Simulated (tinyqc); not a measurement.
Worked calculation: sp3 tight binding, zinc-blende lattice. One step of it, computed by the program tinyqc.

Question. Bloch Hamiltonian at k. Slater-Koster rules over the four bonds with direction cosines (l, m, n): ss V_ss; s-px l V_sp; px-s -l V_sp; px-px l^2 V_pps + (1 - l^2) V_ppp; px-py l m (V_pps - V_ppp); each times exp(i k.d).

Parameters chosen for this model: zinc-blende lattice, anion at 0, cation at a/4 (1,1,1); V = eta hbar^2 / (m d^2), hbar^2/m = 7.619964 eV angstrom^2:
```
parameter          value      unit
a               3.890000  angstrom
d               1.684419  angstrom
Es anion      -14.820000        eV
Ep anion       -7.860000        eV
Es cation     -14.820000        eV
Ep cation      -7.860000        eV
eta ss         -1.550000
eta sp          1.400000
eta pp sigma    2.840000
eta pp pi      -0.630000
V ss           -4.162787        eV
V sp            3.759936        eV
V pp sigma      7.627299        eV
V pp pi        -1.691971        eV
```

k point k (2 pi / a): -0.260000  0.460000  0.280000

Give: H(k) at k.

Answer.

H(k) at k (eV), lower triangle (Hermitian):
```
                   a s            a px             a py             a pz
a s           -14.8200
a px            0.0000         -7.8600
a py            0.0000          0.0000          -7.8600
a pz            0.0000          0.0000           0.0000          -7.8600
c s   -10.3720+1.8620i  2.2439-2.3406i  -1.1014+4.7685i  -2.0635+2.5452i
c px   -2.2439+2.3406i  3.5242-0.6327i   2.9529-3.6421i   1.5761-6.8237i
c py    1.1014-4.7685i  2.9529-3.6421i   3.5242-0.6327i  -3.2110+3.3494i
c pz    2.0635-2.5452i  1.5761-6.8237i  -3.2110+3.3494i   3.5242-0.6327i

           c s     c px     c py     c pz
c s   -14.8200
c px    0.0000  -7.8600
c py    0.0000   0.0000  -7.8600
c pz    0.0000   0.0000   0.0000  -7.8600
```
